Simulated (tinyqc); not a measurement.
Depth and level of a trap from the time ratio.

Question. For an oxide trap tc/te = exp(E/Vt) with E = E0 - dpsi - (xt/tox)(Vg - VT - dpsi), dpsi being the rise of the surface potential above its value at threshold. Find xt and E0, and the depth that would be read if dpsi were ignored.

Values chosen for this exercise: temperature T = 350 K; insulator thickness tox = 5 nm.

Constants: q = 1.602176634e-19 C, kB = 1.380649e-23 J/K, Vt = kB T/q. Results are converted to the units shown.

Vg - VT (V): [0.01, 0.16]
tc/te: [3.0012240, 0.21509982]
dpsi (V): [0.0055040258, 0.054780687]

Solution. E + dpsi is a straight line in the oxide voltage Vg - VT - dpsi with slope -xt/tox and intercept E0. Ignoring dpsi assigns the motion of the bands to the trap and overstates its depth.

xt = 1.500 nm
E0 = 0.04000 eV
depth read without dpsi = 2.650 nm

Computed by the program tinyqc: `OMP_NUM_THREADS=1 python tinyqc.py 2710081 2710082 out.jsonl`, one thread of a shared Intel Xeon 2.30GHz, about 0.01 s for the whole run.
